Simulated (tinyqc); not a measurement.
# Composition from the perpendicular lattice constant

Question. The layer is x parts of the first compound and 1 - x of the second, grown coherently on the third as substrate and barrier. Rows of the table: lattice constant a, average valence level Ea on an absolute scale, spin-orbit splitting so, gaps at Gamma, X and L, hydrostatic deformation potentials av and ac (Gamma), shear potential b, elastic constants, electron and heavy-hole (along z) masses. All are interpolated linearly in x; gaps get -C x (1 - x), taken wholly in the conduction band; real line-ups can differ from this model by 0.1 eV or more. In-plane strain e = (a_substrate - a)/a, e_z = -2 (c12/c11) e, volume change 2 e + e_z. X-ray diffraction gives a_z = a (1 + e_z) of the coherent layer. Find x, e and the relaxed Gamma gap.

Inputs (values chosen for the exercise):
- CG = 0.7 eV (bowing of the Gamma gap)
- CX = 0 eV (bowing of the X gap)
- CL = 0 eV (bowing of the L gap)

Binary compounds, values chosen for the exercise:

|  | close to InAs | close to AlAs | close to InP |
|---|---|---|---|
| a (angstrom) | 6.058 | 5.661 | 5.869 |
| Ea (eV) | -6.67 | -7.49 | -7.04 |
| so (eV) | 0.377 | 0.283 | 0.11 |
| EG (eV) | 0.349 | 2.99 | 1.35 |
| EX (eV) | 1.38 | 2.16 | 2.17 |
| EL (eV) | 1.08 | 2.37 | 1.91 |
| av (eV) | 1 | 2.43 | 1.28 |
| ac (eV) | -5.1 | -5.66 | -5.02 |
| b (eV) | -1.78 | -1.51 | -1.71 |
| c11 (GPa) | 82.9 | 124 | 101 |
| c12 (GPa) | 45.6 | 53.8 | 55.4 |
| me (m0) | 0.0227 | 0.151 | 0.0795 |
| mh (m0) | 0.326 | 0.463 | 0.534 |

lattice constant along the growth direction = 5.88156811 angstrom

Answer. a_z changes steadily with x, about (1 + 2 c12/c11) times as fast as the relaxed lattice constant, so one composition matches.

x = 0.5400
e = -0.1086 %
relaxed Gamma gap = 1.390 eV

tinyqc, about 0.01 s, one thread, Intel Xeon 2.30GHz (shared host): `OMP_NUM_THREADS=1 python tinyqc.py 2690006 2690007 out.jsonl`
